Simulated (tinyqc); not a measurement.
What each parameter does: configuration-coordinate model of carrier capture at a defect.

Two parabolas of equal curvature k in one coordinate Q: with the carrier free at the band edge, U_f = k Q^2/2; with the carrier trapped, U_t = k (Q - dQ)^2/2 - ET. ER = k dQ^2/2, Huang-Rhys factor S = ER/hw, hw = 0.0646541 sqrt(k/M) eV for k in eV/angstrom^2 and M in u. The curves cross at a height Eb = (ER - ET)^2/(4 ER) above the free minimum.

Multiphonon factor for giving p = ET/hw phonons to the lattice: W = exp(-S (2 nb + 1)) ((nb + 1)/nb)^(p/2) I_p(x), nb = 1/(exp(hw/kT) - 1), x = 2 S sqrt(nb (nb + 1)), I_p the modified Bessel function. Classical limit: W = hw exp(-Eb/kT)/sqrt(4 pi ER kT). At T = 0: exp(-S) S^p/Gamma(p + 1).

Constants: kB = 8.617333262e-05 eV/K.

Inputs chosen for the exercise (of the size met at a deep level in Si; the results hold for these values, not for the real material):

| symbol | value | unit | meaning |
|---|---|---|---|
| ET | 0.3 | eV | thermal depth of the level below the band edge |
| ER | 0.24 | eV | relaxation energy |
| hw | 0.027 | eV | phonon energy of the mode |
| T | 350 | K | temperature |

Eb, log10 W and the full width 2.35482 sqrt(ER hw coth(hw/2kT)). Each row changes one parameter from the base and keeps the others.

Results:

| case | Eb (eV) | log10 W | full width (eV) |
|---|---|---|---|
| base | 0.0037 | -1.121 | 0.2925 |
| ET = 0.34 eV | 0.0104 | -1.216 | 0.2925 |
| ER = 0.29 eV | 0.0001 | -1.104 | 0.3216 |
| hw = 0.0324 eV | 0.0037 | -1.049 | 0.2964 |
| T = 380 K | 0.0037 | -1.132 | 0.3034 |

The largest shifts from the base row, up to three for each result and ties (the steps differ in size, so this ranks the rows, not the parameters). Eb (eV): ET +0.0067, ER -0.0037; unchanged at the printed digits by hw and T. log10 W: ET -0.095, hw +0.072, ER +0.017. full width (eV): ER +0.0290, T +0.0109, hw +0.0039; unchanged at the printed digits by ET.

Run: tinyqc, `OMP_NUM_THREADS=1 python tinyqc.py 1482426 1482427 out.jsonl`; Intel(R) Xeon(R) Processor @ 2.30GHz, one thread, shared host; about 0.01 s of CPU time with all checks.
